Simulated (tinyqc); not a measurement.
Pariser-Parr-Pople SCF with singles CI, for the molecule Fc1nc2nccnc2[nH]1 (SMILES; centres numbered as the heavy atoms are written), step by step. Computed by tinyqc, a small Python program that keeps every step. Settings: charge = 0, gamma = MN, start = huckel, damping = 0.5, iteration cap = 79, excitations kept = 6. Command: `OMP_NUM_THREADS=1 python tinyqc.py 27140 27141 out.jsonl` (the two numbers bound the seeds that draw the settings). One thread of a shared host (Intel(R) Xeon(R) Processor @ 2.60GHz), about 0.01 s of CPU time with the checks. Later iterations appear only in the table of the cycle.

## PPP integrals

Centres (angstrom, eV; a flat drawing with bonds scaled to 1.40 angstrom):
```
centre          x          y  core charge z          W   gamma_rr
1F      -3.445000   0.000000              2  39.000000  21.400000
2C      -2.045000   0.000000              1  11.160000  11.130000
3N      -1.222000  -1.133000              1  14.100000  12.300000
4C       0.110000  -0.700000              1  11.160000  11.130000
5N       1.322000  -1.400000              1  14.100000  12.300000
6C       2.535000  -0.700000              1  11.160000  11.130000
7C       2.535000   0.700000              1  11.160000  11.130000
8N       1.322000   1.400000              1  14.100000  12.300000
9C       0.110000   0.700000              1  11.160000  11.130000
10N     -1.222000   1.133000              2  25.600000  16.800000
```

Resonance integrals (eV):
```
i    j       beta
1    2  -2.220000
2    3  -2.660000
3    4  -2.660000
4    5  -2.660000
5    6  -2.660000
6    7  -2.530000
7    8  -2.660000
8    9  -2.660000
9   10  -2.380000
10   2  -2.380000
9    4  -2.530000
```

Mataga-Nishimoto: gamma = 14.399645/(R + a), a = 2 x 14.399645/(gamma_rr + gamma_ss); H_rr = -W_r - sum_(s != r) z_s gamma_rs; H_rs = beta for bonds.

repulsion gamma_rs (eV):
```
            1F         2C         3N         4C         5N         6C         7C         8N
1F   21.400000   6.300946   4.298842   3.193834   2.472931   2.085048   2.085048   2.472931
2C    6.300946  11.130000   5.476136   4.045290   2.953394   2.429519   2.429519   2.953394
3N    4.298842   5.476136  12.300000   5.475619   3.861866   2.873588   2.661934   3.024696
4C    3.193834   4.045290   5.475619  11.130000   5.477679   3.872154   3.517359   3.940988
5N    2.472931   2.953394   3.861866   5.477679  12.300000   5.475875   3.940448   3.626473
6C    2.085048   2.429519   2.873588   3.872154   5.475875  11.130000   5.345539   3.940448
7C    2.085048   2.429519   2.661934   3.517359   3.940448   5.345539  11.130000   5.475875
8N    2.472931   2.953394   3.024696   3.940988   3.626473   3.940448   5.475875  12.300000
9C    3.193834   4.045290   4.120045   5.345539   3.940988   3.517359   3.872154   5.477679
10N   4.432042   5.922155   4.422949   4.367523   3.144264   2.763090   2.991827   4.058937

            9C        10N
1F    3.193834   4.432042
2C    4.045290   5.922155
3N    4.120045   4.422949
4C    5.345539   4.367523
5N    3.940988   3.144264
6C    3.517359   2.763090
7C    3.872154   2.991827
8N    5.477679   4.058937
9C   11.130000   5.921551
10N   5.921551  16.800000
```

core matrix H (eV):
```
             1F          2C          3N          4C          5N          6C          7C          8N
1F   -73.967496   -2.220000    0.000000    0.000000    0.000000    0.000000    0.000000    0.000000
2C    -2.220000  -59.938745   -2.660000    0.000000    0.000000    0.000000    0.000000    0.000000
3N     0.000000   -2.660000  -59.037465   -2.660000    0.000000    0.000000    0.000000    0.000000
4C     0.000000    0.000000   -2.660000  -57.957342   -2.660000    0.000000    0.000000    0.000000
5N     0.000000    0.000000    0.000000   -2.660000  -54.611111   -2.660000    0.000000    0.000000
6C     0.000000    0.000000    0.000000    0.000000   -2.660000  -48.310759   -2.530000    0.000000
7C     0.000000    0.000000    0.000000    0.000000    0.000000   -2.530000  -48.556579   -2.660000
8N     0.000000    0.000000    0.000000    0.000000    0.000000    0.000000   -2.660000  -55.603288
9C     0.000000    0.000000    0.000000   -2.530000    0.000000    0.000000    0.000000   -2.660000
10N    0.000000   -2.380000    0.000000    0.000000    0.000000    0.000000    0.000000    0.000000

             9C         10N
1F     0.000000    0.000000
2C     0.000000   -2.380000
3N     0.000000    0.000000
4C    -2.530000    0.000000
5N     0.000000    0.000000
6C     0.000000    0.000000
7C     0.000000    0.000000
8N    -2.660000    0.000000
9C   -59.709823   -2.380000
10N   -2.380000  -68.056379
```

## Starting guess

pi electrons, sum of z_r less the charge = 12

Orbitals of the Hueckel matrix of the beta values.

P at the start:
```
            1F         2C         3N         4C         5N         6C         7C         8N
1F    1.701981   0.510495  -0.281005  -0.019787   0.184872  -0.096354  -0.115014   0.175054
2C    0.510495   1.062436   0.587966  -0.102234  -0.139160   0.090438   0.099941  -0.124190
3N   -0.281005   0.587966   1.345768   0.556450  -0.157304  -0.126797   0.175462  -0.016745
4C   -0.019787  -0.102234   0.556450   1.087251   0.568812  -0.080855  -0.237286   0.085751
5N    0.184872  -0.139160  -0.157304   0.568812   1.076504   0.699314  -0.083535  -0.296299
6C   -0.096354   0.090438  -0.126797  -0.080855   0.699314   1.077906   0.606125  -0.077610
7C   -0.115014   0.099941   0.175462  -0.237286  -0.083535   0.606125   1.084136   0.695219
8N    0.175054  -0.124190  -0.016745   0.085751  -0.296299  -0.077610   0.695219   1.070604
9C    0.011367  -0.115645  -0.213901   0.477113   0.091677  -0.241182  -0.087348   0.581279
10N  -0.282485   0.559474  -0.168812  -0.224784  -0.009816   0.182299  -0.131486  -0.162122

            9C        10N
1F    0.011367  -0.282485
2C   -0.115645   0.559474
3N   -0.213901  -0.168812
4C    0.477113  -0.224784
5N    0.091677  -0.009816
6C   -0.241182   0.182299
7C   -0.087348  -0.131486
8N    0.581279  -0.162122
9C    1.094456   0.540460
10N   0.540460   1.398958
```

## Iteration 1: Fock matrix

F_rr = H_rr + P_rr gamma_rr / 2 + sum_(s != r) P_ss gamma_rs; F_rs = H_rs - P_rs gamma_rs / 2; E = tr P (H + F) / 2 + core repulsion sum_(r<s) z_r z_s gamma_rs.

F (eV):
```
             1F         2C         3N         4C         5N         6C         7C         8N
1F   -20.290839  -3.828302   0.603999   0.031598  -0.228587   0.100451   0.119905  -0.216449
2C    -3.828302  -7.228125  -4.269890   0.206782   0.205497  -0.109861  -0.121405   0.183391
3N     0.603999  -4.269890  -7.597378  -4.183453   0.303743   0.182181  -0.233535   0.025324
4C     0.031598   0.206782  -4.183453  -4.740639  -4.217885   0.156541   0.417311  -0.168973
5N    -0.228587   0.205497   0.303743  -4.217885  -6.722246  -4.574679   0.164582   0.537260
6C     0.100451  -0.109861   0.182181   0.156541  -4.574679  -4.481313  -4.150032   0.152908
7C     0.119905  -0.121405  -0.233535   0.417311   0.164582  -4.150032  -4.697112  -4.563466
8N    -0.216449   0.183391   0.025324  -0.168973   0.537260   0.152908  -4.563466  -7.555721
9C    -0.018152   0.233909   0.440641  -3.805213  -0.180648   0.424161   0.169113  -4.252029
10N    0.625994  -4.036645   0.373322   0.490875   0.015432  -0.251855   0.196691   0.329022

            9C         10N
1F   -0.018152    0.625994
2C    0.233909   -4.036645
3N    0.440641    0.373322
4C   -3.805213    0.490875
5N   -0.180648    0.015432
6C    0.424161   -0.251855
7C    0.169113    0.196691
8N   -4.252029    0.329022
9C   -6.148664   -3.980180
10N  -3.980180  -11.336010
```

pi energy = -204.895722 eV

## Iteration 1: orbitals and new P

Diagonalise F (the basis is taken as orthonormal) and form P = 2 sum c c over the lowest orbitals; 0.5 of the old P is kept.

orbital energies (eV): -21.387173  -15.887665  -13.197775  -12.385703  -10.276443  -9.308829  -1.989654  -0.320174  0.806308  3.149062

P after iteration 1:
```
            1F         2C         3N         4C         5N         6C         7C         8N
1F    1.819623   0.382224  -0.224555  -0.006890   0.123553  -0.065849  -0.086235   0.108370
2C    0.382224   1.011822   0.649859  -0.094487  -0.157368   0.097804   0.139864  -0.111157
3N   -0.224555   0.649859   1.325592   0.536719  -0.118415  -0.124663   0.115588   0.013749
4C   -0.006890  -0.094487   0.536719   1.016082   0.567397  -0.077564  -0.257764   0.067549
5N    0.123553  -0.157368  -0.118415   0.567397   1.120157   0.704650  -0.028888  -0.304551
6C   -0.065849   0.097804  -0.124663  -0.077564   0.704650   1.000890   0.604724  -0.032636
7C   -0.086235   0.139864   0.115588  -0.257764  -0.028888   0.604724   1.005915   0.697259
8N    0.108370  -0.111157   0.013749   0.067549  -0.304551  -0.032636   0.697259   1.138898
9C    0.028929  -0.170239  -0.165888   0.505178   0.089444  -0.264382  -0.108248   0.580317
10N  -0.205326   0.546897  -0.211192  -0.201941   0.015170   0.142214  -0.111193  -0.149332

            9C        10N
1F    0.028929  -0.205326
2C   -0.170239   0.546897
3N   -0.165888  -0.211192
4C    0.505178  -0.201941
5N    0.089444   0.015170
6C   -0.264382   0.142214
7C   -0.108248  -0.111193
8N    0.580317  -0.149332
9C    1.062671   0.496865
10N   0.496865   1.498350
```

## Iteration 2: Fock matrix

As before.

F (eV):
```
             1F         2C         3N         4C         5N         6C         7C         8N
1F   -19.372874  -3.424185   0.482663   0.011003  -0.152769   0.068649   0.089902  -0.133996
2C    -3.424185  -6.753417  -4.439358   0.191113   0.232385  -0.118808  -0.169901   0.164146
3N     0.482663  -4.439358  -7.628332  -4.129435   0.228652   0.179115  -0.153843  -0.020794
4C     0.011003   0.191113  -4.129435  -4.877087  -4.214008   0.150169   0.453325  -0.133106
5N    -0.152769   0.232385   0.228652  -4.214008  -7.075138  -4.589288   0.056915   0.552223
6C     0.068649  -0.118808   0.179115   0.150169  -4.589288  -4.868294  -4.146289   0.064300
7C     0.089902  -0.169901  -0.153843   0.453325   0.056915  -4.146289  -5.005544  -4.569052
8N    -0.133996   0.164146  -0.020794  -0.133106   0.552223   0.064300  -4.569052  -7.679957
9C    -0.046196   0.344333   0.341732  -3.880223  -0.176248   0.464963   0.209576  -4.249394
10N    0.455006  -3.999406   0.467046   0.440991  -0.023850  -0.196475   0.166335   0.303064

            9C         10N
1F   -0.046196    0.455006
2C    0.344333   -3.999406
3N    0.341732    0.467046
4C   -3.880223    0.440991
5N   -0.176248   -0.023850
6C    0.464963   -0.196475
7C    0.209576    0.166335
8N   -4.249394    0.303064
9C   -6.057221   -3.851105
10N  -3.851105  -10.900122
```

pi energy = -206.393864 eV

## Iteration 2: orbitals and new P

As before.

orbital energies (eV): -20.327827  -15.631964  -13.260460  -12.471950  -10.382073  -9.512707  -1.896262  -0.243312  0.613754  2.894815

P after iteration 2:
```
            1F         2C         3N         4C         5N         6C         7C         8N
1F    1.884331   0.306625  -0.188617  -0.000155   0.088242  -0.047974  -0.067657   0.071813
2C    0.306625   0.978256   0.684309  -0.090346  -0.165845   0.101354   0.157957  -0.105479
3N   -0.188617   0.684309   1.319440   0.521990  -0.097491  -0.121013   0.084223   0.029936
4C   -0.000155  -0.090346   0.521990   0.976955   0.567228  -0.077877  -0.270254   0.060881
5N    0.088242  -0.165845  -0.097491   0.567228   1.146118   0.706522  -0.002280  -0.308732
6C   -0.047974   0.101354  -0.121013  -0.077877   0.706522   0.961338   0.604921  -0.009436
7C   -0.067657   0.157957   0.084223  -0.270254  -0.002280   0.604921   0.966427   0.697827
8N    0.071813  -0.105479   0.029936   0.060881  -0.308732  -0.009436   0.697827   1.173617
9C    0.035769  -0.195975  -0.141611   0.521694   0.088885  -0.277386  -0.118376   0.580262
10N  -0.160592   0.541786  -0.234328  -0.189177   0.027897   0.120041  -0.098879  -0.141424

            9C        10N
1F    0.035769  -0.160592
2C   -0.195975   0.541786
3N   -0.141611  -0.234328
4C    0.521694  -0.189177
5N    0.088885   0.027897
6C   -0.277386   0.120041
7C   -0.118376  -0.098879
8N    0.580262  -0.141424
9C    1.042359   0.471939
10N   0.471939   1.551159
```

## Convergence

Stop when output and input P, before any damping, agree to 1e-7.

Course of the cycle:
```
iteration         E (eV)  largest |P(out) - P(in)|
1          -204.89572152                  2.57e-01
2          -206.39386387                  1.51e-01
3          -207.21097054                  9.08e-02
4          -207.64621501                  5.52e-02
5          -207.87441758                  3.39e-02
6          -207.99274670                  2.09e-02
7          -208.05361507                  1.30e-02
8          -208.08474277                  8.09e-03
9          -208.10059226                  5.05e-03
10         -208.10863627                  3.15e-03
11         -208.11270886                  1.97e-03
...                  ...                       ...
33         -208.11686058                  1.37e-06
34         -208.11686058                  1.05e-06
35         -208.11686058                  8.06e-07
36         -208.11686058                  6.18e-07
37         -208.11686058                  4.73e-07
38         -208.11686058                  3.63e-07
39         -208.11686058                  2.78e-07
40         -208.11686058                  2.13e-07
41         -208.11686058                  1.63e-07
42         -208.11686058                  1.25e-07
43         -208.11686058                  9.55e-08
```

Converged in 43 iterations.

## Converged orbitals

Charges are z - P_rr.

orbital energies (eV): -19.090392  -15.498890  -13.297655  -12.574720  -10.453214  -9.761360  -1.873046  -0.273392  0.518450  2.622601

coefficients:
```
          MO1        MO2        MO3        MO4        MO5        MO6        MO7        MO8
1F   0.948006  -0.201355  -0.154815   0.066572   0.015442   0.124502  -0.078770  -0.054102
2C   0.275246   0.249348   0.330440  -0.162992  -0.051363  -0.429348   0.417042   0.310964
3N   0.096344   0.288837   0.152937  -0.464532  -0.506866  -0.270120  -0.198623  -0.052797
4C   0.037031   0.362933  -0.123445  -0.356121  -0.184687   0.393227  -0.232079  -0.266540
5N   0.012546   0.269537  -0.402177  -0.414016   0.397461   0.163032   0.487715  -0.179287
6C   0.004669   0.179545  -0.416175  -0.111361   0.362571  -0.331878  -0.289026   0.520493
7C   0.005072   0.200806  -0.379819   0.256300  -0.035179  -0.459529  -0.355729  -0.372861
8N   0.014171   0.340578  -0.295794   0.505837  -0.377977  -0.051629   0.473086  -0.082372
9C   0.040745   0.454334   0.023317   0.257739  -0.098118   0.469156  -0.199049   0.517292
10N  0.113159   0.463154   0.510848   0.233643   0.512772  -0.043651  -0.123220  -0.331790

           MO9       MO10
1F   -0.085693  -0.011253
2C    0.512893   0.075161
3N   -0.485733  -0.245066
4C    0.352535   0.535654
5N   -0.068009  -0.367215
6C   -0.232384   0.363436
7C    0.401619  -0.332308
8N   -0.280542   0.292589
9C    0.116472  -0.417656
10N  -0.239135   0.099170
```

pi charges: 1F 0.033203, 2C 0.078661, 3N -0.323534, 4C 0.072222, 5N -0.181036, 6C 0.081076, 7C 0.074590, 8N -0.210183, 9C -0.009574, 10N 0.384576

## Singles CI, singlets

Over the 6 single excitations with the smallest orbital gaps: A = (e_a - e_i) delta + 2 (ia|jb) - (ij|ab), with (pq|rs) = sum c_mp c_mq gamma_mn c_nr c_ns. f = 2/3 w |mu|^2 in atomic units, mu = sqrt2 sum c_ia sum_m c_mi c_ma R_m.

singlet CI matrix (eV):
```
           6>7        5>7        6>8        5>8        6>9        4>7
6>7   4.949097   0.095281   0.084015   0.592024   0.060719  -0.081512
5>7   0.095281   5.470383  -0.474184  -0.008762   0.266705  -0.410599
6>8   0.084015  -0.474184   6.406404  -0.193814  -0.115342   0.100393
5>8   0.592024  -0.008762  -0.193814   6.883867   0.025460  -0.068566
6>9   0.060719   0.266705  -0.115342   0.025460   7.122321   0.026954
4>7  -0.081512  -0.410599   0.100393  -0.068566   0.026954   7.415911
```

singlet excitation energies (eV): 4.741896  5.223583  6.465572  7.032397  7.208041  7.576495

oscillator strengths: 0.521337  0.122235  0.532028  0.775377  0.343188  0.655883

## Singles CI, triplets

Over the 6 single excitations with the smallest orbital gaps: A = (e_a - e_i) delta - (ij|ab), with (pq|rs) = sum c_mp c_mq gamma_mn c_nr c_ns.

triplet CI matrix (eV):
```
           6>7        5>7        6>8        5>8        6>9        4>7
6>7   3.190588  -0.025364  -0.081410  -0.165990   0.051763   0.236557
5>7  -0.025364   3.799245  -0.165990   0.079342  -0.187106   0.583211
6>8  -0.081410  -0.165990   4.451053   0.357766   0.049199  -0.027156
5>8  -0.165990   0.079342   0.357766   5.349639  -0.213518  -0.511489
6>9   0.051763  -0.187106   0.049199  -0.213518   5.388979  -0.568426
4>7   0.236557   0.583211  -0.027156  -0.511489  -0.568426   5.655205
```

triplet excitation energies (eV): 3.142045  3.572613  4.350619  4.757314  5.650040  6.362078
